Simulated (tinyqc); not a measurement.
# From one set of inputs to another, one input at a time

Model: strain, valley repopulation and piezoresistance in a many-valley conduction band. Computed by tinyqc, a small Python program. Command: `OMP_NUM_THREADS=1 python tinyqc.py 3015256 3015257 out.jsonl valleys ladder`. One thread of a shared host (Intel(R) Xeon(R) Processor @ 2.30GHz), about 0.04 s of CPU time with the checks.

Valleys are ellipsoids with mass m_l along the axis a and m_t across it, parabolic, with one constant relaxation time; strain shifts the valleys and leaves the masses alone. Currents are taken along [100], in the plane, and along [001], across the plane.

The inputs printed are set A. Inputs not listed in the table keep their values of set A, so the rows need not describe a real material.

Inputs (values chosen for the exercise, modelled on silicon):

| quantity | value | unit |
|---|---|---|
| longitudinal mass m_l | 0.928 | m_0 |
| transverse mass m_t | 0.193 | m_0 |
| shear deformation potential Xi_u | 9.13 | eV |
| dilation deformation potential Xi_d | 1.1 | eV |
| C11 | 164 | GPa |
| C12 | 63.6 | GPa |
| C44 | 79.4 | GPa |
| stress X (tension positive) | -1400 | MPa |
| electron density n | 2.3e+15 | 1/cm^3 |
| relaxation time tau | 350 | fs |
| temperature T | 300 | K |

Valley axes: <100> (6 valleys in 3 pairs). Load: biaxial in the (001) plane.

Constants: k_B = 8.617333262e-05 eV/K; m_0 = 9.1093837015e-31 kg; k_B = 1.380649e-23 J/K; hbar = 1.054571817e-34 J s; e = 1.602176634e-19 C.

Method:
- Compliances S11 = (C11 + C12)/((C11 - C12)(C11 + 2 C12)), S12 = -C12/((C11 - C12)(C11 + 2 C12)), S44 = 1/C44; stress sigma_xx = sigma_yy = X, all else 0; e_xx = S11 sigma_xx + S12 (sigma_yy + sigma_zz), e_xy = S44 sigma_xy/2 (tensor strain).
- Herring-Vogt shift of a valley with unit axis a: dE = Xi_d tr(e) + Xi_u a.e.a.
- Each of the 6 valleys holds n_v = N_v (2/sqrt(pi)) F_1/2((E_F - dE_v)/(k_B T)), N_v = 2 (m_d k_B T/(2 pi hbar^2))^(3/2), m_d = (m_l m_t^2)^(1/3); E_F solves sum n_v = n and is counted from the unstrained edge.
- F_j(eta) = int_0^infinity x^j/(1 + exp(x - eta)) dx, without a gamma-function factor. It is evaluated after integrating by parts.
- Integrals over x = E/(k_B T) use 160 Gauss-Legendre points in u = sqrt(x) from 0 to sqrt(max(eta, 0) + 32).
- Mobility tensor mu = e tau sum_v (n_v/n) [1/m_t + (1/m_l - 1/m_t) a a^T]; unstrained mu_0 = e tau (1/m_l + 2/m_t)/3; resistivity along d from the inverse tensor, rho_d = d.mu^-1.d/(n e), mobility along d = 1/(d.mu^-1.d); gauge pi_d = (rho_d/rho_0 - 1)/X.
- With eta_0 the reduced Fermi level without strain, r = F_-1/2(eta_0)/(2 F_1/2(eta_0)) (1 for a classical gas) and c = r (Xi_u/k_B T) (m_l - m_t)/(2 m_l + m_t): pi11 = -(2/3) c (S11 - S12), pi12 = -pi11/2, pi44 = 0, with S11 - S12 = 1/(C11 - C12).

Each row keeps all changes above it:

| input moved | from | to | mobility along the first direction (cm^2/(V s)) | mobility along the second direction (cm^2/(V s)) | degeneracy factor r |
|---|---|---|---|---|---|
| set A | - | - | 1931 | 3180 | 1.0000 |
| dilation deformation potential Xi_d (eV) | 1.1 | 1.2 | 1931 | 3180 | 1.0000 |
| shear deformation potential Xi_u (eV) | 9.13 | 12 | 1927 | 3188 | 1.0000 |
| C44 (GPa) | 79.4 | 75.1 | 1927 | 3188 | 1.0000 |
| stress X (tension positive) (MPa) | -1400 | -150 | 2179 | 2684 | 1.0000 |
| transverse mass m_t (m_0) | 0.193 | 0.172 | 2413 | 2996 | 1.0000 |
| longitudinal mass m_l (m_0) | 0.928 | 0.713 | 2493 | 3036 | 1.0000 |
| relaxation time tau (fs) | 350 | 63 | 449 | 546 | 1.0000 |

Mobility along the first direction goes from 1930 to 449, a factor 0.232 in all. The largest single move comes from relaxation time tau (a factor 0.180). Mobility along the second direction goes from 3180 to 546, a factor 0.172 in all. The largest single move comes from relaxation time tau (a factor 0.180). The single moves hold for this order of the switches; the total does not depend on the order.

Extremes, crossings and ranges named in words are read from the listed rows.
